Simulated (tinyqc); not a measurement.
Changing the group-V flow F_V: precursor delivery by bubblers, mass-transport growth and the solid composition of a III-V alloy. Computed by tinyqc, a small Python program. Command: `OMP_NUM_THREADS=1 python tinyqc.py 3007110 3007111 out.jsonl movpe_thermo sweep`. One thread of a shared host (Intel(R) Xeon(R) Processor @ 2.30GHz), about 0.01 s of CPU time with the checks.

1 sccm = 44.615 micromol/min; 1 torr = 133.322 Pa. The sources decompose fully at the surface.

Inputs (values chosen for the exercise, modelled on triethylgallium (source 1) and trimethylindium (source 2) for the vapour pressures): bath temperature T1 = 288 K; bath temperature T2 = 301 K; bubbler pressure p_b = 760 torr; carrier flow F1 = 44 sccm; carrier flow F2 = 35 sccm; total flow F_t = 27 slm; reactor pressure p = 40 torr; growth temperature T = 990 K; diffusivity at 273 K and 760 torr = 0.37 cm^2/s; flow cross-section A = 69 cm^2; distance from the leading edge z = 11 cm; lattice constant a = 5.9 angstrom; interaction L0 of the solid = 9.3 kJ/mol; log10 of p_B,eq over pure BC at 1000 K and 1 torr of group V (exaggerated: liquid indium has about -4.1) = -2.9 log10 torr; enthalpy of that equilibrium H = 277 kJ/mol.

Alloy: mixing on the group-III sites, with desorption of B.

constants a, b of source 1 (log10 torr, K): [8.089, 2162]

constants a, b of source 2 (log10 torr, K): [10.48, 3014]

Constants: k_B = 1.380649e-23 J/K; R = 8.314462618 J/(mol K).

Method:
- log10 p_v = a - b/T_bath; molar flow = F x 44.615 x p_v/(p_b - p_v) for a saturated bubbler.
- p_i = p n_i/(44615 F_t), F_t in slm; p_V = p F_V/(1000 F_t), counted per molecule supplied; V/III = 44.615 F_V/(n1 + n2); vapour fraction of source 2 = n2/(n1 + n2).
- Mean velocity u = (F_t/A)(760/p)(T/273); D = D0 (T/273)^1.75 (760/p); boundary layer delta = sqrt(pi D z/u); flux = D dp/(delta k_B T); growth rate = flux x a^3/4.
- A sticks fully. B desorbs: its surface pressure is p_B* = x gamma_B K/sqrt(p_V), ln gamma_B = L0 (1 - x)^2/(R T), K = 10^(log10 K at 1000 K) exp[-(H/R)(1/T - 1/1000)], p_V in torr. With equal diffusivities x = (p_2 - p_B*)/(p_1 + p_2 - p_B*). Growth rate = rate per torr x p_1/(1 - x).

One run for each value:
```
group-V flow F_V (sccm)  solid fraction x  share of B incorporated, 1 - p_B*/p_2  V/III ratio
20                                 0.0125                                 0.0208           56
39                                 0.0175                                 0.0292          109
74                                 0.0242                                 0.0406          207
140                                0.0333                                 0.0566          391
270                                0.0465                                 0.0800          755
510                                0.0640                                 0.1122         1426
960                                0.0875                                 0.1574         2684
1800                               0.1180                                 0.2197         5032
```

Describe and explain the trends.

Over the rows, solid fraction x rises from 0.0125 to 0.118 (exponent d ln y / d ln x 0.50 between the first rows and 0.48 between the last); share of B incorporated, 1 - p_B*/p_2 rises from 0.0208 to 0.220 (exponent d ln y / d ln x about 0.52 throughout); V/III ratio rises from 55.9 to 5030 (exponent d ln y / d ln x about 1.0 throughout). More group V lowers the equilibrium pressure of B as p_V^(-1/2) and so holds more B in the solid.

Caution (all rows): the boundary layer is a quarter or more of the root of the cross-section, so it fills much of the channel and depletion along the flow matters.

Extremes, crossings and ranges named in words are read from the listed rows.
